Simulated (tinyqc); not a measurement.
Wafer and channel orientation: ellipsoidal valleys in the axes of a wafer and a channel.

Valleys with axes a along x, y and z, two valleys each; inverse mass tensor w = 1/mt + (1/ml - 1/mt) a a. Device axes: z = nz/|nz|, x = nx/|nx|, y = z cross x; in them a = (ax, ay, az). Confinement mass mz = 1/w_zz. In the plane w_ij is replaced by u_ij = w_ij - w_iz w_jz/w_zz (i, j = x, y); density-of-states mass md = 1/sqrt(det u); conductivity mass along x mc = 1/u_xx; ballistic transport mass mx = u_yy/det u, width mass my = 1/u_yy.

Hard walls: E_n = c (n pi/t)^2/mz, c = hbar^2/2m0, n = 1, 2, 3. Non-degenerate share of a valley proportional to md sum_n exp(-E_n/kT); mean 1/mc = sum of share/mc. 1 nm = 10 angstrom.

Constants: hbar^2/2m0 = 3.80998211 eV angstrom^2; kB = 8.617333262e-05 eV/K.

Values chosen for the exercise (near those of the Delta valleys of Si; not measured data): ml = 0.938 m0 (longitudinal mass); mt = 0.191 m0 (transverse mass); t = 6.9 nm (thickness of the film); T = 400 K (temperature).

For each face/channel: the lowest ladder (mz, number of valleys, md, E1, share) and the mean conductivity mass over all valleys.

Results:

| face/channel | mz | valleys | md | E1 (meV) | share | mean mc |
|---|---|---|---|---|---|---|
| (210)/[001] | 0.526 | 2 | 0.255 | 15.0 | 0.434 | 0.2421 |
| (001)/[100] | 0.938 | 2 | 0.191 | 8.4 | 0.481 | 0.2408 |
| (001)/[110] | 0.938 | 2 | 0.191 | 8.4 | 0.481 | 0.2408 |
| (100)/[011] | 0.938 | 2 | 0.191 | 8.4 | 0.481 | 0.2408 |
| (111)/[1-10] | 0.260 | 6 | 0.363 | 30.4 | 1.000 | 0.2991 |
| (110)/[1-10] | 0.317 | 4 | 0.328 | 24.9 | 0.731 | 0.3701 |
| (110)/[001] | 0.317 | 4 | 0.328 | 24.9 | 0.731 | 0.2430 |

What can be read from this table?

The mean conductivity mass is lowest, 0.2408, for (001)/[100], (001)/[110] and (100)/[011] and highest, 0.3701, for (110)/[1-10]; the bulk value is 0.2600. The confinement energy is lowest on the face with the heaviest mz ((001), 8 meV). The density of states of the lowest ladder, valleys times md, runs between 0.382 and 2.177; a small value limits the charge through the quantum capacitance.

Program tinyqc; command `OMP_NUM_THREADS=1 python tinyqc.py 1881079 1881080 out.jsonl`; about 0.01 s on one thread of a shared Intel(R) Xeon(R) Processor @ 2.30GHz.
